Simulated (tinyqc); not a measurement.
What each parameter does: six-band hole subbands of a thin body in a field.

Basis X, Y, Z times spin, hole energies counted downwards from the unstrained edge (the hydrostatic shift is left out), c = hbar^2/2m0. For a symmetric tensor T let C(T) have C_XX = L Txx + M (Tyy + Tzz), C_XY = N Txy (cyclic), L = c (g1 + 4 g2), M = c (g1 - 2 g2), N = 6 c g3. k = q + kz n, n the unit normal, q = k1 u + k2 v with u along the channel [1-10] and v = n x u. H = C(k k^T) + (Dso/3)(1 - L.sigma) - B + e F z with (L_k)_ij = -i epsilon_kij; B is the block C built from the traceless strain with 2b, -b and sqrt(3) d in place of L, M, N. Strain: exx = eyy = (s11 + s12) sx/2, ezz = s12 sx, exy = -s44 sx/4. Hard walls at z = 0 and t; basis sin(j pi z/t), j = 1 to Nz: kz^2 = (j pi/t)^2, kz = -i D with D_jl = 4 j l/(t (j^2 - l^2)), z_jj = t/2 and z_jl = -8 t j l/(pi (j^2 - l^2))^2 for j + l odd; 1 MV/cm = 0.01 eV/angstrom.

Nz = 14. E1 is the top subband at q = 0, gap the distance to the next pair, and the masses are c q^2/(E(q) - E1) at |q| = 0.02 1/angstrom (mean of the spin pair) along the channel [1-10] and across it in the plane; a dash marks a band that does not rise.

Constants: hbar^2/2m0 = 3.80998211 eV angstrom^2.

Inputs chosen for the exercise (near those of a p-type Si channel; the results hold for these values, not for the real material): g1 = 4.3 (Luttinger gamma1); g2 = 0.34 (gamma2); g3 = 1.45 (gamma3); Dso = 0.043 eV (spin-orbit splitting); b = -2.12 eV (tetragonal potential); d = -4.89 eV (trigonal potential); S = (7.77, -2.17, 12.36) 1/TPa (compliances s11, s12, s44); face = 110 (surface); t = 55 angstrom (body thickness); F = 0 MV/cm (field across the body); sx = -2 GPa (stress along the channel [1-10], negative in compression).

Six bands.

One parameter was then changed.

Results before and after:

| case | E1 (meV) | gap (meV) | m channel (m0) | m across (m0) |
|---|---|---|---|---|
| base | -57.6 | 11.8 | 0.113 | 0.277 |
| changed | -75.7 | 11.6 | 0.113 | 0.277 |

Which of these changes was made? (a) t = 65 angstrom; (b) Dso = 0.065 eV; (c) sx = -2.5 GPa; (d) F = 0.3 MV/cm; (e) d = -3.91 eV; (f) g3 = 1.35; (g) g2 = 0.39.

Answer: (c) sx = -2.5 GPa. Of the candidates, run in turn, only this one gives the changed row.

All candidates:

| case | E1 (meV) | gap (meV) | m channel (m0) | m across (m0) |
|---|---|---|---|---|
| base | -57.6 | 11.8 | 0.113 | 0.277 |
| t = 65 angstrom | -58.8 | 8.7 | 0.113 | 0.277 |
| F = 0.3 MV/cm | -10.1 | 37.7 | 0.114 | 0.277 |
| sx = -2.5 GPa | -75.7 | 11.6 | 0.113 | 0.277 |
| g3 = 1.35 | -53.9 | 23.0 | 0.117 | 0.276 |
| g2 = 0.39 | -57.0 | 13.7 | 0.113 | 0.284 |
| Dso = 0.065 eV | -52.7 | 13.0 | 0.114 | 0.277 |
| d = -3.91 eV | -47.2 | 12.0 | 0.113 | 0.277 |

(tinyqc, `OMP_NUM_THREADS=1 python tinyqc.py 1252395 1252396 out.jsonl`, Intel(R) Xeon(R) Processor @ 2.30GHz, 1 thread, shared host, about 0.5 s.)
